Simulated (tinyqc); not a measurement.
Worked calculation: metal-induced gap states at the contact of a metal chain and a two-band chain. Values are carried at full precision from step to step, so a last printed digit may differ when a step is redone from the rounded ones.

The semiconductor alternates sites A at -Eg/2 and C at +Eg/2 with hopping -t; the gap runs from -Eg/2 to Eg/2. In the gap cosh(q a) = 1 + (Eg^2/4 - E^2)/(2 t^2) and the amplitude changes by -exp(-q a) a period. The metal has site energy 0 and hopping -tm; its end site has g_m = (E - i sqrt(4 tm^2 - E^2))/(2 tm^2). Sites 1, 2, ... count into the semiconductor, with energies e1, e2 alternating. The clean half chain has g1 = 1/(E - e1 - t^2 g2), g2 = 1/(E - e2 - t^2 g1), decaying root. With the contact G11 = 1/(1/g1 - tc^2 g_m), and the density on site j is -Im G_jj/pi = |psi_j/psi_1|^2 (-Im G11/pi), per spin, with psi_2/psi_1 = -t g2, psi_3/psi_2 = -t g1.

Constants: e^2/(4 pi eps0) = 14.39964547 eV angstrom.

Inputs chosen for the exercise (gap and optical dielectric constant near those of HfO2; the chain itself is a model; shifted at random, so the results belong to these values and not to a real crystal): Eg = 5.72 eV (gap); t = 2.37 eV (hopping in the semiconductor); a = 3.6 angstrom (period (two sites); one chain for each area a^2); E = 1.96 eV (energy from mid-gap); tm = 2.82 eV (hopping in the metal); tc = 1.63 eV (hopping across the contact); end = A (site that touches the metal); eps = 4 (dielectric constant).

## Decay in the gap

Form cosh(q a), l = exp(-q a), q and the decay length 1/(2q) of the density.

cosh(q a) = 1.38616
l = 0.42625
q = 0.23687 1/angstrom
xi, the decay length of the density = 2.111 angstrom

## Green functions

The decaying root is g1 = (1 - l)/(E - e1), g2 = (1 - l)/(E - e2), l = exp(-q a). Form them, g_m and G11.

g1, g2 (1/eV): 0.11904  -0.63751

g_m = 0.12323-0.33251i 1/eV
G11 = 0.12240-0.01339i 1/eV

## Density site by site

D1 = -Im G11/pi, D2 = (t g2)^2 D1, and each further period multiplies by l^2. The sum over all sites is (D1 + D2)/(1 - l^2). The Green functions stand in the order g1, g2.

density on sites 1 to 8 (1/eV): 0.00426  0.00973  0.00077  0.00177  0.00014  0.00032  0.00003  0.00006

Ds, the density per spin summed over the semiconductor = 0.01710 1/eV

The first period holds 82 % of the gap states at this energy.

## Pinning factor

Gap states per area N = 2 Ds/a^2 (two spins). Charge in them sits a distance xi from the metal, so S = 1/(1 + 4 pi e^2 N xi/eps), e^2 meaning e^2/(4 pi eps0); S is the change of the barrier per change of the metal work function.

N = 2.639e+13 1/(eV cm^2)
4 pi e^2 N xi/eps = 0.2520
S = 0.7987

Weak pinning, nearer the Schottky limit S = 1.

## Checks

- g1 from the closed form against decimation: both 0.119036.

Computed by tinyqc, a small Python program: `OMP_NUM_THREADS=1 python tinyqc.py 1452479 1452480 out.jsonl` (the numbers bound the seed that draws the inputs); one thread of a shared host (Intel(R) Xeon(R) Processor @ 2.30GHz), about 0.01 s for the whole set of steps.
